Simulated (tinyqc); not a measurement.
k.p theory built from an empirical-pseudopotential calculation at Gamma: sweeps and comparisons. A value that a table varies takes the place of the one given here.

Empirical pseudopotential on the fcc lattice, atoms at +/- tau, tau = a (1,1,1)/8, no spin-orbit coupling. H(G,G') = c (2 pi/a)^2 |k + G|^2 delta + VS(q) cos(q.tau) + i VA(q) sin(q.tau), q = G - G', c = hbar^2/2m0; k and G in units of 2 pi/a; VS at |q|^2 = 3, 8, 11 and VA at 3, 4, 11, in rydberg, zero elsewhere. The basis is fixed: all 89 G with |G|^2 up to Gcut. Energies are counted from the fourth level at Gamma.

k.p in the lowest n states at Gamma: H_nm = (E_n + c k^2) delta + 2 c k.<n|G|m>, k in 1/angstrom; with all states of the basis it is exact.

Empirical pseudopotential on the fcc lattice, atoms at +/- tau, tau = a (1,1,1)/8, no spin-orbit coupling. H(G,G') = c (2 pi/a)^2 |k + G|^2 delta + VS(q) cos(q.tau) + i VA(q) sin(q.tau), q = G - G', c = hbar^2/2m0; k and G in units of 2 pi/a; VS at |q|^2 = 3, 8, 11 and VA at 3, 4, 11, in rydberg, zero elsewhere. The basis holds all G with |G|^2 up to a cut-off. Energies are counted from the fourth level at Gamma.

For a multiplet A of d_A states, W(B) = (4 c/(3 d_A)) sum over n in A, m in B and i = x, y, z of |<n|G_i|m>|^2 (G in 1/angstrom, <n|G_i|m> = sum_G c_n(G)* G_i c_m(G)); the mean inverse mass of A is 1 + sum_B W(B)/(E_A - E_B). Multiplets with W = 0 are left out.

Valence parameters: D(u) = c + 4 c^2 sum_m <n|u.G|m><m|u.G|n'>/(0 - E_m) on the valence triplet, in units of c, has eigenvalues L, M, M along [100] and (L + 2M + 2N)/3, (L + 2M - N)/3 twice along [111]; g1 = -(L + 2M)/3, g2 = -(L - M)/6, g3 = -N/6.

Constants: hbar^2/2m0 = 3.80998211 eV angstrom^2; Ry = 13.60569312 eV.

Parameters, chosen for this exercise (near those of InAs; not measured data):
```
symbol  value                  unit        meaning
a       6.035                  angstrom    lattice constant
VS      (-0.214, 0, 0.05)      Ry          symmetric form factors
VA      (0.082, 0.049, 0.031)  Ry          antisymmetric form factors
Gcut    19                     (2 pi/a)^2  largest |G|^2 of the fixed basis
VS3     -0.214                 Ry
VS8     0                      Ry
VS11    0.05                   Ry
VA3     0.082                  Ry
VA4     0.049                  Ry
VA11    0.031                  Ry
```

## How many bands a k.p model needs: band 5 from Gamma to K

Band 5 (counted from below) at k = f (0.75, 0.75, 0) 2 pi/a; n ends on whole multiplets.

Energies (eV):
```
f      n = 8  n = 15  n = 27  n = 89 (exact)
0.000  0.421   0.421   0.421           0.421
0.125  1.247   1.230   1.228           1.228
0.250  2.106   2.027   2.019           2.018
0.375  2.830   2.618   2.601           2.598
0.500  3.526   3.032   3.007           3.001
0.625  4.281   3.198   3.173           3.159
0.750  5.138   3.078   3.057           3.029
0.875  6.119   2.819   2.799           2.751
1.000  7.232   2.565   2.540           2.468
```

With n = 8 the band stays within 0.05 eV of the exact one up to f = 0.125 (error at K: +4.764 eV). With n = 15 the band stays within 0.05 eV of the exact one up to f = 0.750 (error at K: +0.097 eV). With n = 27 the band stays within 0.05 eV of the exact one up to f = 0.875 (error at K: +0.072 eV). A smaller basis can only raise a level. The exact band has its minimum on these points at f = 0.000; n = 8 puts it at f = 0.000.

## Convergence with the plane-wave basis

E_s is the lowest empty singlet, Ep its W to the valence triplet, m its mass.

Results:
```
cut-off  plane waves  E_s (eV)  Ep (eV)  m (m0)     g1    g2    g3
8                 27     0.466    14.34  0.0315  11.56  4.81  5.45
11                51     0.399    14.71  0.0264  13.54  5.93  6.40
12                59     0.429    14.69  0.0284  12.71  5.46  5.98
16                65     0.420    14.74  0.0277  13.01  5.61  6.13
19                89     0.421    14.73  0.0278  12.96  5.59  6.10
20               113     0.440    14.72  0.0291  12.47  5.33  5.85
24               137     0.442    14.72  0.0292  12.42  5.30  5.83
```

Against the last row, E_s errs most, by -0.043 eV, at cut-off 11, and by -0.002 eV in the last row but one. Ep varies by 2.7 % over the table and m by 17.5 %: the mass, near E_s/Ep, inherits the errors of both. Local form factors fix the converged values only roughly. The gap is a difference of two levels, so it need not converge steadily, and here it does not.

## What each form factor does (empirical-pseudopotential levels)

Lowest empty singlet and triplet at Gamma and the valence width there (fixed basis); lowest empty level at X = (1,0,0) and L = (1/2,1/2,1/2) from the valence top, these levels and that top with all |k + G|^2 up to 21. Singlet and triplet count orbital degeneracy. VS3 is VS at |q|^2 = 3, and so on. The row for a keeps the form factors fixed, so it is no model of a real expansion, which changes them too. Each row changes one parameter from the base and keeps the others.

Results:
```
case                singlet (eV)  triplet (eV)  X (eV)  L (eV)  width (eV)
base                       0.421         4.439   1.916   1.435      11.302
a = 6.095 angstrom         0.476         4.466   2.036   1.520      11.090
VS3 = -0.204 Ry            0.397         4.303   1.664   1.303      11.287
VS8 = 0.01 Ry              0.810         4.341   1.914   1.615      11.099
VS11 = 0.06 Ry             0.894         4.590   2.160   1.746      11.052
VA3 = 0.092 Ry             0.537         4.583   2.132   1.534      11.369
VA4 = 0.059 Ry             0.478         4.650   1.950   1.634      11.385
VA11 = 0.041 Ry            0.156         4.420   1.778   1.320      11.443
```

The largest shifts from the base row, up to three for each result and ties (the steps differ in size, so this ranks the rows, not the parameters). singlet (eV): VS11 +0.473, VS8 +0.389, VA11 -0.265. triplet (eV): VA4 +0.211, VS11 +0.151, VA3 +0.143. X (eV): VS3 -0.252, VS11 +0.244, VA3 +0.216. L (eV): VS11 +0.311, VA4 +0.199, VS8 +0.181. width (eV): VS11 -0.250, a -0.212, VS8 -0.203.

Program tinyqc; command `OMP_NUM_THREADS=1 python tinyqc.py 1050559 1050560 out.jsonl`; about 0.5 s on one thread of a shared Intel(R) Xeon(R) Processor @ 2.30GHz.
